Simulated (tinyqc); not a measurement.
# From line density n back to equivalent oxide thickness t

Model: ballistic transport through the one-dimensional subbands of a rectangular nanowire or nanosheet channel. Computed by tinyqc, a small Python program. Command: `OMP_NUM_THREADS=1 python tinyqc.py 3017842 3017843 out.jsonl wire inv`. One thread of a shared host (Intel(R) Xeon(R) Processor @ 2.30GHz), about 0.1 s of CPU time with the checks.

Hard walls, parabolic subbands, transport along x. Energies are counted from the bulk conduction band edge at the top of the barrier, which the gate pulls down by U; the source Fermi level lies at the bulk edge when U = 0.

Inputs (values chosen for the exercise, modelled on GaAs):
```
quantity                          value  unit
mass m                            0.064   m_0
height a                            9.7    nm
width b                              11    nm
gate voltage above flat band V_G   0.86     V
drain voltage V_D                  0.01     V
temperature T                       150     K
```

Valleys: single isotropic valley.

Constants: hbar^2/(2 m_0) = 3.80998212 eV angstrom^2; k_B = 8.617333262e-05 eV/K; m_0 = 9.1093837015e-31 kg; k_B = 1.380649e-23 J/K; hbar = 1.054571817e-34 J s; eps_0 = 8.8541878128e-12 F/m; e = 1.602176634e-19 C; h = 6.62607015e-34 J s.

Method:
- E_pq = (hbar^2 pi^2/2)(p^2/(m_y b^2) + q^2/(m_z a^2)); m_x = m_y = m_z = m, degeneracy g = 1; the 10 lowest subbands are kept.
- F_j(eta) = (1/Gamma(j + 1)) int_0^infinity x^j/(1 + exp(x - eta)) dx, F_0 = ln(1 + exp(eta)). Integrals over x = E/(k_B T) use 160 Gauss-Legendre points in u = sqrt(x) from 0 to sqrt(max(eta, 0) + 32).
- With degeneracy g = 1, eta_i = (U - E_i)/(k_B T) and u = e V_D/(k_B T): line density n = sum_i g sqrt(2 m_x k_B T/pi)/(2 hbar) [F_-1/2(eta_i) + F_-1/2(eta_i - u)]; gate: e n = C_ox (V_G - U/e), C_ox = 3.9 eps_0 2 (a + b)/t (flat-plate estimate); I = (2 e k_B T/h) sum_i g [F_0(eta_i) - F_0(eta_i - u)].

Problem. A run gave the result below. Find the equivalent oxide thickness t, known to lie between 1.5 and 2.5 nm.

line density n = 1.519619 1/nm

Solution.

Each step takes the trial c = (a f_b - b f_a)/(f_b - f_a), f being the result less the target and a, b, c the logarithms of the listed values; c replaces end b, the old b replaces a if the sign of f changed, and otherwise f_a is halved.

Scan of the range:
```
equivalent oxide thickness t (nm)  line density n (1/nm)
1.50                                             1.83423
1.63                                             1.75826
1.78                                             1.67505
1.94                                             1.59259
2.11                                             1.51345
2.30                                             1.43550
2.50                                             1.36341
```

False position (Illinois rule, in the logarithm of the input) inside the bracket:
```
step    end a    end b    trial  line density n (1/nm)
1     1.94000  2.11000  2.09622                1.51952
2     1.94000  2.09622  2.09579                1.51971
3     2.09622  2.09579  2.09600                1.51962
4     2.09579  2.09600  2.09600                1.51962
```

Line density n falls at every point of a 13-point scan of the range (every second point is shown), so one value fits; it is bracketed by 1.94 and 2.11. Answer: equivalent oxide thickness t = 2.096 nm.
